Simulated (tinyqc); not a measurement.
Inside a calculation. Method: plane-wave Kohn-Sham cycle with exchange-only LDA in a layered model solid. One step of it, computed by the program tinyqc.

Task: Iteration 2: potential. V_H(G) = 4 pi rho(G)/G^2 for G != 0 (uniform background); v_x = -(3 rho/pi)^(1/3); V = V_ext + V_H + v_x; Fourier components f(G_m) = (1/N) sum_j f(x_j) exp(-i G_m x_j).

A solid whose potential varies along x alone (atomic units):
```
parameter                      value
period a                   15.500000
cross-section of the cell  12.000000
electrons per cell                 2
grid points                       16
plane waves -n..n, n               3
k points                           1
V1 in V1 cos(2 pi x/a)     -0.600000
V2 in V2 cos(4 pi x/a)     -0.220000
```

density after iteration 1 (e/bohr^3): [0.01542177, 0.01379407, 0.01109695, 0.00986027, 0.00968260, 0.00967899, 0.00968057, 0.00967742, 0.00967950, 0.00967742, 0.00968057, 0.00967899, 0.00968260, 0.00986027, 0.01109695, 0.01379407]

Give: Potentials on the grid; V(G_m), m = 0, 1, 2, ....

Result:

Potentials on the grid (hartree):
```
x          V_ext      V_H      v_x        V
0.0000   -0.8200   0.1842  -0.2451  -0.8809
0.9688   -0.7099   0.1584  -0.2362  -0.7877
1.9375   -0.4243   0.0978  -0.2196  -0.5461
2.9062   -0.0740   0.0315  -0.2112  -0.2537
3.8750    0.2200  -0.0253  -0.2099  -0.0152
4.8438    0.3852  -0.0696  -0.2099   0.1057
5.8125    0.4243  -0.1013  -0.2099   0.1131
6.7812    0.3988  -0.1203  -0.2099   0.0686
7.7500    0.3800  -0.1266  -0.2099   0.0435
8.7188    0.3988  -0.1203  -0.2099   0.0686
9.6875    0.4243  -0.1013  -0.2099   0.1131
10.6562   0.3852  -0.0696  -0.2099   0.1057
11.6250   0.2200  -0.0253  -0.2099  -0.0152
12.5938  -0.0740   0.0315  -0.2112  -0.2537
13.5625  -0.4243   0.0978  -0.2196  -0.5461
14.5312  -0.7099   0.1584  -0.2362  -0.7877
```

V(G_m), m = 0, 1, 2, ... (hartree): [-0.2167, -0.2321, -0.1009, 0.0010, -0.0001, -0.0001, 0.0000]
